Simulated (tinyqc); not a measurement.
Energy and delay of logic against supply voltage: one step of the calculation.

One expression serves below and above threshold: I(Vg) = Ik [ln(1 + exp((Vg - VT + dd V)/(al nf Vt)))]^al, with I_on = I(V) and I_off = I(0). Gate delay td = kd C V/I_on, clock period LD td. Per gate and cycle the switching energy is act C V^2 and the leakage energy I_off V LD td. No short-circuit current, no variation. Minima are sought above 0.09 V; below a few Vt gates no longer switch and the model has no meaning.

Question. New V. Minimum-energy supply: E(V) is the energy per gate and cycle; with h = 0.001 V, E' = (E(V + h) - E(V - h))/(2 h), E'' = (E(V - h) - 2 E(V) + E(V + h))/h^2, V(new) = V - E'/E''.

Parameters, values chosen for the exercise; values of the order met in logic technologies:
- T = 300 K (temperature)
- VT = 0.39 V (threshold voltage at zero drain bias)
- nf = 1.23 (slope factor)
- dd = 0.11 (barrier lowering per volt of supply)
- Ik = 0.55 uA (specific current of a gate)
- al = 1.54 (exponent of the current law)
- C = 1.5 fF (load capacitance of a gate)
- kd = 0.8 (delay factor)
- LD = 40 (logic depth)
- act = 0.05 (activity factor)

Constants: q = 1.602176634e-19 C, kB = 1.380649e-23 J/K, Vt = kB T/q. Results are converted to the units shown.

V after iteration 1 = 0.21968802 V

Wanted: E'; E''; V after iteration 2.

Answer.

E' = -18.71 aJ/V
E'' = 1205 aJ/V^2
V after iteration 2 = 0.2352 V

tinyqc, about 0.01 s, one thread, Intel Xeon 2.30GHz (shared host): `OMP_NUM_THREADS=1 python tinyqc.py 2082138 2082139 out.jsonl`
